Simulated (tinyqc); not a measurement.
Photoconductance decay in a wafer: bulk and surface recombination modes, and iron detection by pair splitting: one step, computed by the program tinyqc.

Both faces of the wafer have the same S; injection is low and all coefficients are constant. x runs from -W/2 to W/2.

Problem. Effective lifetime. Even modes cos(a x) obey b tan b = S W/(2 D) with b = a W/2, odd modes sin(a x) obey -b cot b = S W/(2 D); each decays at the rate 1/tau_b + D a^2. tau_eff is the decay time of the first mode. The surface time is 1/(D a^2) of that mode; shortcuts for it are W/(2 S), W^2/(pi^2 D) and their sum, whose error is sum/surface time - 1.

Inputs (values chosen for the exercise, modelled on p-type silicon):
```
quantity                          value         unit
thickness W                         775   micrometre
diffusivity D                        27       cm^2/s
bulk lifetime tau_b without iron     18  microsecond
surface recombination velocity S    360         cm/s
```

Give: tau_eff; surface time; W/(2 S); W^2/(pi^2 D); error of the sum; tau_eff/tau_b.

Solution.

tau_eff = 15.76 microsecond

surface time = 126.7 microsecond

W/(2 S) = 107.6 microsecond

W^2/(pi^2 D) = 22.54 microsecond

error of the sum = 2.711 %

tau_eff/tau_b = 0.8756

The surfaces are slow against diffusion, so W/(2 S) is the larger part. tau_eff is within 12 % of tau_b.
